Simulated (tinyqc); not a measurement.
Plane-wave Kohn-Sham cycle with exchange-only LDA in a layered model solid, step by step. One step of it, computed by the program tinyqc.

Task: Iteration 2: levels at that k. Diagonalise the Hermitian matrix.

H (hartree), order -2, -1, +0, +1, +2:
$$\begin{pmatrix}
-0.040399 & 0.290084 & -0.033528 & -0.006818 & -0.001551 \\
0.290084 & -0.223170 & 0.290084 & -0.033528 & -0.006818 \\
-0.033528 & 0.290084 & -0.284093 & 0.290084 & -0.033528 \\
-0.006818 & -0.033528 & 0.290084 & -0.223170 & 0.290084 \\
-0.001551 & -0.006818 & -0.033528 & 0.290084 & -0.040399
\end{pmatrix}$$

Give: eigenvalues.

Result:

eigenvalues (hartree): [-0.759, -0.421, -0.083, 0.192, 0.259]
